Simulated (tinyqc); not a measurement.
Minority carriers and saturation current of a heavily doped emitter: one step of the calculation.

n-type, parabolic bands, full ionisation. eta = (EF - Ec)/kB T solves N = Nc F12(eta), F12(x) = (2/sqrt(pi)) int_0^infinity sqrt(u)/(1 + exp(u - x)) du. The gap shrinks rigidly by dEg = E1 [ln(N/N0) + sqrt(ln^2(N/N0) + 0.5)], an empirical law that is here taken as the true narrowing.

Task. Saturation current. 1/tau = Cn N^2 + 1/ts, D = mup Vt, L = sqrt(D tau); J0 = (q p0 D/L)(s + tanh(W/L))/(1 + s tanh(W/L)), s = S L/D; the share recombining inside is 1 - 1/[cosh(W/L)(1 + tanh(W/L)/s)].

Values chosen for this exercise; band and dielectric values close to those of silicon:
```
symbol    value        unit                                meaning
T           250           K                            temperature
N        1.9e20       cm^-3                  ionised donor density
mup         230  cm^2/(V s)                 minority-hole mobility
Cn      2.5e-31      cm^6/s                      Auger coefficient
ts         0.68          us                        defect lifetime
W           180          nm                          emitter width
S          5600        cm/s  recombination velocity at the contact
```

Constants: q = 1.602176634e-19 C, kB = 1.380649e-23 J/K, Vt = kB T/q. Results are converted to the units shown.

p0 = 6.6924677e-4 cm^-3

Find: tau; L; s; J0; share recombining inside.

Result.

tau = 0.11079 ns
L = 234.29 nm
s = 0.026479
J0 = 0.014991 fA/cm^2
share recombining inside = 96.994 %

Most holes recombine inside, since the contact is well passivated.

Range of the model: Band tails, non-parabolic bands and incomplete ionisation are left out.

Numbers from tinyqc (`OMP_NUM_THREADS=1 python tinyqc.py 2330161 2330162 out.jsonl`; about 0.01 s on one thread of a shared Intel Xeon 2.30GHz).
